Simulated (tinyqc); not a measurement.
Froehlich polaron in a polar crystal: one step, computed by the program tinyqc. Command: `OMP_NUM_THREADS=1 python tinyqc.py 3030655 3030656 out.jsonl frohlich walk`. One thread of a shared host (Intel(R) Xeon(R) Processor @ 2.30GHz), about 0.07 s of CPU time with the checks.

One electron in a parabolic band of mass m*, coupled to dispersionless LO phonons in the continuum model. Energies are in units of hbar omega unless marked, wave numbers in k_0 = sqrt(2 m* omega/hbar).

Question. Mobility at low temperature. Scattering by absorption of an LO phonon: 1/tau = 2 alpha omega n, n = 1/(exp(hbar omega/(k_B T)) - 1); mu = e tau/m*, the weak-coupling result for k_B T well below hbar omega.

Inputs (values chosen for the exercise, for a model crystal): band mass m* = 1.43 m_0; LO phonon energy hbar omega = 21.4 meV; temperature T = 200 K.

coupling constant alpha = 3.512551

Constants: k_B = 8.617333262e-05 eV/K; hbar = 6.582119569e-16 eV s; e = 1.602176634e-19 C; m_0 = 9.1093837015e-31 kg.

Give: phonon occupation n; lifetime tau; mobility.

Answer.

phonon occupation n = 0.40627

lifetime tau = 10.777 fs

mobility = 13.255 cm^2/(V s)

Caution: this mobility formula holds for weak coupling and k_B T well below hbar omega, and it leaves out all other scattering.
